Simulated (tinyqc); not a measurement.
Resistance of a tapered via with liner, size effect and interface: two steps of the calculation.

A round via whose diameter grows from db at the bottom as D(z) = db + 2 z/tan(ang). The fill, of diameter D - 2 tl, starts above the bottom liner (thickness fb tl) and has rho = rho0 (1 + ks lam/(D - 2 tl)); the sidewall liner conducts in parallel with it. The bottom liner and the interface are crossed over the full area pi db^2/4. Spreading in the lines above and below is left out.

Inputs (values chosen for the exercise); fill metal close to copper:

| symbol | value | unit | meaning |
|---|---|---|---|
| db | 41 | nm | diameter at the bottom |
| hv | 110 | nm | height |
| ang | 86 | degrees | sidewall angle |
| rho0 | 1.68 | uohm cm | bulk resistivity of the fill |
| lam | 41 | nm | mean free path of the fill |
| ks | 1.3 |  | size-effect factor |
| tl | 2.8 | nm | liner on the sidewall |
| fb | 0.5 |  | liner at the bottom over that on the sidewall |
| rl | 500 | uohm cm | resistivity of the liner |
| ri | 4.4e-12 | ohm cm^2 | interface resistivity at the bottom |
| Sb | 1.1e15 | S/m^2 | ballistic conductance per area, about 3/(4 rho0 lam) |

Problem 1. Slices of the via. Slices between z0 = fb tl and hv, evaluated at their midpoints: conductance per length pi/4 [(D - 2 tl)^2/rho + (D^2 - (D - 2 tl)^2)/rl], slice resistance = slice height over that. 6 slices.

Find: z; D; rho; slice resistance.

Solution 1.

```
slice,z (nm),D (nm),rho (uohm cm),slice resistance (ohm)
0,10.45,42.46,4.109,0.6951
1,28.55,44.99,3.953,0.5857
2,46.65,47.52,3.816,0.4992
3,64.75,50.06,3.694,0.4299
4,82.85,52.59,3.586,0.3736
5,101.0,55.12,3.488,0.3273
```

Problem 2. Total resistance. R_fill = sum of the slices; R_bottom = rl fb tl/(pi db^2/4); R_interface = ri/(pi db^2/4); ballistic (Sharvin) limit 1/(Sb pi (db - 2 tl)^2/4); ideal cylinder rho0 hv/(pi db^2/4).

```
slice,slice resistance (ohm)
0,0.69508148
1,0.58566391
2,0.49923860
3,0.42993584
4,0.37361691
5,0.32730260
```

Wanted: parts; R; shares; ballistic limit; ideal cylinder.

Solution 2.

parts (ohm): fill 2.911, bottom liner 5.302, interface 0.3333
R = 8.546 ohm
shares (%): fill 34.06, bottom liner 62.04, interface 3.90
ballistic limit = 0.9237 ohm
ideal cylinder = 1.400 ohm

The bottom liner is the largest part, and R is 6.11 times the ideal cylinder. With 2000 slices R = 8.5504 ohm.

tinyqc, about 0.01 s, one thread, Intel Xeon 2.30GHz (shared host): `OMP_NUM_THREADS=1 python tinyqc.py 2750119 2750120 out.jsonl`
